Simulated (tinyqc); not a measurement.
# Weak link from the transmission

Problem. An infinite chain has hopping -t with t = 1 eV and site energy 0; E = -2 t cos(k) with E = 0.64 eV. One bond has the hopping -y t with 0 < y < 1, so T(E) = 4 y^2 sin^2 k/[(1 - y^2)^2 + 4 y^2 sin^2 k]. Find y and the hopping y t.

T(E) = 0.39752425

Answer. With b = |sin k| sqrt(1/T(E) - 1), (1 - y^2)/(2 y) = b, whose root below 1 is sqrt(b^2 + 1) - b.

y = 0.3700
y t = 0.3700 eV

Computed by the program tinyqc: `OMP_NUM_THREADS=1 python tinyqc.py 2660112 2660113 out.jsonl`, one thread of a shared Intel Xeon 2.30GHz, about 0.02 s for the whole run.
